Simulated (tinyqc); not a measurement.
# Thickness from two neighbouring fringes

Question. At normal incidence a transparent film with an index between those of air and substrate, taken as constant, has reflectance minima at 2 n1 d = (m + 1/2) lam (small phase shifts at the substrate neglected). Find d and the order m of the shorter wavelength.

Inputs (values chosen for the exercise):

| symbol | value | unit | meaning |
|---|---|---|---|
| n1 | 1.471 |  | index of the transparent film |

wavelengths of two neighbouring reflectance minima (nm): 486  594

Solution. Neighbouring orders differ by one: 2 n1 d (1/lam1 - 1/lam2) = 1.

d = 908.6 nm
m = 5

Program tinyqc, `OMP_NUM_THREADS=1 python tinyqc.py 2870192 2870193 out.jsonl`; Intel Xeon 2.30GHz, shared host, one thread, about 0.01 s.
